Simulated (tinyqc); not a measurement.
Power transistor in saturation, electro-thermal loop: one step of the calculation.

One temperature T for the device, T = T0 + Rth P(T), with P(T) = V I0 (T/300 K)^(-al) [1 + kv (T - 300 K)/Vov]^2. The loop gain is Rth dP/dT; a solution is thermally stable when it is below one.

Task. Temperature by Newton steps. P(T) = V I0 (T/300 K)^(-al) [1 + kv (T - 300 K)/Vov]^2; P'(T) = P [-al/T + 2 kv/(Vov + kv (T - 300 K))]; G = Rth P'; T(new) = T + (T0 + Rth P - T)/(1 - G).

Values chosen for this exercise:
- T0 = 360 K (ambient temperature)
- V = 48 V (drain voltage)
- I0 = 0.1 A (saturation current at 300 K)
- al = 1.3 (exponent of the mobility)
- Vov = 0.5 V (overdrive at 300 K)
- kv = 1.5 mV/K (fall of the threshold with temperature)
- Rth = 15 K/W (thermal resistance)

T at the start = 360 K

Wanted: P; G; T after iteration 1.

Result.

P = 5.2731 W
G = 0.11656
T after iteration 1 = 449.53 K

tinyqc, about 0.01 s, one thread, Intel Xeon 2.30GHz (shared host): `OMP_NUM_THREADS=1 python tinyqc.py 2520114 2520115 out.jsonl`
